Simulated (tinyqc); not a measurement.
# Worked calculation: thin film between two gates, subbands and threshold shift from confinement

tinyqc, about 0.05 s, one thread, Intel Xeon 2.30GHz (shared host): `OMP_NUM_THREADS=1 python tinyqc.py 2350098 2350099 out.jsonl` Printed values are rounded.

Undoped body with a flat potential across it, hard walls, transport along x. Three valley pairs (g = 2 each) with the longitudinal mass along x, y or z. Non-parabolicity enters the subband edges through E (1 + al E) = gamma, so E = 2 gamma/(1 + sqrt(1 + 4 al gamma)); motion within a subband is taken as parabolic with the band-edge mass. Energies are counted from the bulk band edge.

Values chosen for this exercise; masses close to those of silicon: temperature T = 77 K; longitudinal mass ml = 0.912 m0; transverse mass mt = 0.191 m0; non-parabolicity al = 0.5 1/eV; film thickness (along z) t = 9.8 nm; widening of the box by penetration into the insulator dl = 0.3 nm.

Constants: q = 1.602176634e-19 C, kB = 1.380649e-23 J/K, hbar = 1.054571817e-34 J s, m0 = 9.1093837015e-31 kg, Vt = kB T/q, hbar^2/(2 m0) = 0.0380998212 eV nm^2. Results are converted to the units shown.

## Lowest subbands

gamma = C (pi k/(t + dl))^2/mz, C = hbar^2/(2 m0). List the 6 lowest, labelled by valley axis and quantum numbers, with degeneracy g and N_k: N_k = g sqrt(mx my) m0 kB T/(pi hbar^2).

| subband | E_k (eV) | g | N_k (cm^-2) |
|---|---|---|---|
| z1 | 0.004033760 | 2 | 1.058825e12 |
| z2 | 0.01603896 | 2 | 1.058825e12 |
| x1 | 0.01911680 | 2 | 2.313689e12 |
| y1 | 0.01911680 | 2 | 2.313689e12 |
| z3 | 0.03573844 | 2 | 1.058825e12 |
| z4 | 0.06270441 | 2 | 1.058825e12 |

## Threshold shift

Each subband has N_k = g sqrt(mx my) m0 kB T/(pi hbar^2); without degeneracy n = exp(EF/Vt) sum N_k exp(-E_k/Vt). Classical value Nc times t, Nc = sum over valleys of 2 g (m m0 kB T/(2 pi hbar^2))^1.5 with m = (mx my mz)^(1/3). Threshold shift dVT = Vt ln(classical value/sum N_k exp(-E_k/Vt)). Use the subbands listed.

| subband | shares (%) |
|---|---|
| z1 | 61.63633 |
| z2 | 10.09431 |
| x1 | 13.87100 |
| y1 | 13.87100 |
| z3 | 0.51846 |
| z4 | 0.00891 |

sum N_k exp(-E_k/Vt) = 9.353434e11 cm^-2
Nc = 3.571151e18 cm^-3
classical value = 3.499728e12 cm^-2
dVT = 8.755519 mV

With all subbands dVT = 8.755 mV. The lowest edge lies at 4.03 meV; dVT is larger than that, since sum N_k exp(-(E_k - E_1)/Vt) falls short of the classical value.
